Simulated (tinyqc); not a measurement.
Phase shift across the band: Koster-Slater impurity in a tight-binding band, by Green functions and by supercells. Computed by tinyqc, a small Python program. Command: `OMP_NUM_THREADS=1 python tinyqc.py 3009281 3009282 out.jsonl kosterslater walk`. One thread of a shared host (Intel(R) Xeon(R) Processor @ 2.30GHz), about 0.02 s of CPU time with the checks.

One orbital per site, e(k) = -2 t sum cos(k_i) over 2 direction(s), band from -4 t to 4 t, lattice constant 1. One site has the extra energy U. Spin is left out.

Inputs (values chosen for the exercise, for a model band): hopping t = 0.69 eV; impurity potential U = 1.58 eV; broadening eta = 0.069 eV.

Lattice: square.

Method:
- Outside the band G0(E) = (2/(pi E)) K(m), m = 16 t^2/E^2, K the complete elliptic integral with parameter m.
- A bound state solves 1/U = G0(E).
- Bisection in ln(distance from the edge) between 1e-5 t and |U| + t. Weight on the impurity site: -1/(U^2 dG0/dE), by a central difference with step min(1e-4 t, distance/30). Decay length along an axis: 1/arccosh(1 + distance/(2 t)).
- Inside the band G0(z), z = E + i eta, comes from the chain form 1/(sqrt(y - 2t) sqrt(y + 2t)) (principal roots) at y = z + 2 t cos k, averaged over k in (0, pi) with 200 Gauss-Legendre points.
- delta/pi = -arg(1 - U G0)/pi counts the states added below E (Friedel); host DOS = -Im G0/pi, DOS on the impurity = -Im[G0/(1 - U G0)]/pi; 13 evenly spaced energies from -(band edge + |U| + 2t) to +(band edge + |U| + 2t).

distance from the band edge = 0.0852365 eV

level E_b = 2.84524 eV

Across the spectrum:
```
E (eV)   Re G0 (1/eV)  host DOS (1/eV)  DOS on the impurity (1/eV)  delta/pi
-5.7200      -0.18656          0.00082                      0.0005  -0.00100
-4.7667      -0.23165          0.00132                      0.0007  -0.00153
-3.8133      -0.31270          0.00270                      0.0012  -0.00285
-2.8600      -0.59049          0.02363                      0.0063  -0.01929
-1.9067      -0.41587          0.13549                      0.0424  -0.12272
-0.9533      -0.35827          0.18244                      0.0557  -0.16688
0.0000        0.00000          0.37258                      0.0843  -0.34222
0.9533        0.35827          0.18244                      0.1809  -0.35776
1.9067        0.41587          0.13549                      0.2377  -0.34991
2.8600        0.59049          0.02363                      1.2949  -0.33474
3.8133        0.31270          0.00270                      0.0105  -0.00843
4.7667        0.23165          0.00132                      0.0033  -0.00330
5.7200        0.18656          0.00082                      0.0017  -0.00184
```

delta/pi starts and ends near zero (-0.001 and -0.002): the impurity moves states but creates none. The level lies only 1.2 eta outside the band, so the broadening smears its step. delta/pi is negative in the band, down to -0.36 among these rows (-1 just below the level for small eta), and the lost state returns at the level above the band (2.845 eV).

Extremes, crossings and ranges named in words are read from the listed rows.
